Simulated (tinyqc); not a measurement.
Coherent transport through a tight-binding region between two chains, step by step. Computed by tinyqc, a small Python program that keeps every step. Settings: temperature = 77, mu = -0.06. Command: `OMP_NUM_THREADS=1 python tinyqc.py 28918 28919 out.jsonl` (the two numbers bound the seeds that draw the settings). One thread of a shared host (Intel(R) Xeon(R) Processor @ 2.60GHz), about 0.08 s of CPU time with the checks.

## Transmission at E = -0.71 eV

H of the central region (eV), lower triangle:
```
         1        2        3        4        5       6
1   0.0000
2  -1.5900   1.3700
3   0.0000  -2.2700   1.3700
4   0.0000   0.0000  -2.2700   1.3700
5   0.0000   0.0000   0.0000  -0.3100   1.3700
6   0.0000   0.0000   0.0000   0.0000  -2.2700  0.0000
```

Leads: semi-infinite chains with site energy 0:
```
parameter                           value
lead hopping t (eV)              1.500000
coupling to the left lead (eV)   0.280000
coupling to the right lead (eV)  0.780000
left contact site                       1
right contact site                      6
```

E = -0.7100 eV

Surface Green function g = (E - i sqrt(4 t^2 - E^2)) / (2 t^2); self-energy tc^2 g on each contact site; G = (E - H - Sigma)^(-1); Gamma = -2 Im Sigma; T = Gamma_L Gamma_R |G_LR|^2; local density of states -Im G_ii / pi.

g = -0.1578-0.6477i 1/eV

G (1/eV), lower triangle:
```
                 1                2                3                4
1  -1.8485-0.1940i
2  -0.1883-0.0261i  -0.0835-0.0054i
3   1.1222+0.1120i   0.4960+0.0133i  -0.3316-0.0663i
4   1.2166+0.1287i   0.5379+0.0176i  -0.3593-0.0740i  -0.8671-0.0854i
5  -0.0546+0.0436i  -0.0226+0.0209i   0.0176-0.0114i   0.0387-0.0313i
6  -0.2162+0.0223i  -0.0941+0.0167i   0.0652-0.0003i   0.1538-0.0170i

                5               6
5  0.1307-0.1266i
6  0.5550-0.1117i  0.4876-0.1000i
```

local density of states (1/eV): 0.0618  0.0017  0.0211  0.0272  0.0403  0.0318

transmission = 0.0038

## Transmission across the band

The same steps on a grid of energies.

T(E):
```
E (eV)            T
-2.850000  3.20e-06
-2.565000  9.52e-05
-2.280000    0.0211
-1.995000    0.0125
-1.710000    0.0058
-1.425000    0.0020
-1.140000    0.0015
-0.855000    0.0021
-0.570000    0.0108
-0.285000    0.0171
0.000000     0.0015
0.285000     0.0006
0.570000   3.55e-04
0.855000   3.04e-04
1.140000   3.49e-04
1.425000     0.0006
1.710000     0.0020
1.995000     0.2255
2.280000     0.0013
2.565000   3.56e-04
2.850000   1.52e-04
```

levels of the isolated region (eV): -2.2122  -1.6875  -0.3992  1.9642  3.0771  4.7377

## Current

I = (2e/h) int T(E) [f(E - mu - V/2) - f(E - mu + V/2)] dE at 77 K with mu = -0.06 eV, the bias not changing H; 2e^2/h = 77.48092 microsiemens; the integral runs over the band on 4001 points.

Current:
```
V (volt)  I (microampere)
0.0100             0.0016
0.0500             0.0082
0.1000             0.0166
0.2000             0.0355
0.4000             0.0986
0.8000             1.6637
```
